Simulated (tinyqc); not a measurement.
Charge control and current of a heterostructure field-effect transistor: one step, computed by the program tinyqc.

Two subbands in a triangular well; E_F is counted from the conduction band edge of the channel at the interface.

Problem. Saturation current. With V = e n_s/C_g and V_c = v_s L/mu: for v = mu F up to v_s, I/W = C_g v_s V_c (sqrt(1 + (V/V_c)^2) - 1) and V_Dsat = V + V_c - sqrt(V^2 + V_c^2); g_m = dI/dV; extrinsic g_m/(1 + g_m R_S); f_T = g_m/(2 pi C_g L).

Inputs (values chosen for the exercise, modelled on AlGaN/GaN):
```
quantity                     value        unit
conduction band offset dE_c   0.31          eV
mobility mu                   1400  cm^2/(V s)
saturation velocity v_s        1.3    1e7 cm/s
gate length L                 1400          nm
source resistance R_S            0      ohm mm
temperature T                  300           K
```

Charge source: polarisation. Velocity law: two-piece.

sheet density n_s = 9.125757e+12 1/cm^2

gate capacitance C_g = 0.3676875 microfarad/cm^2

Constants: e = 1.602176634e-19 C.

Give: V; V_c; V_Dsat; saturation current I/W; intrinsic g_m; extrinsic g_m; intrinsic f_T.

Solution.

V = 3.976 V

V_c = 1.3 V

V_Dsat = 1.093 V

saturation current I/W = 1378 mA/mm

intrinsic g_m = 454.3 mS/mm

extrinsic g_m = 454.3 mS/mm

intrinsic f_T = 14.05 GHz

V/V_c = 3.06: velocity saturation rules; I is 73 % of e n_s v_s = 1900 mA/mm. Caution: E_F lies above the conduction band minimum of the barrier, so electrons would spill into the barrier.
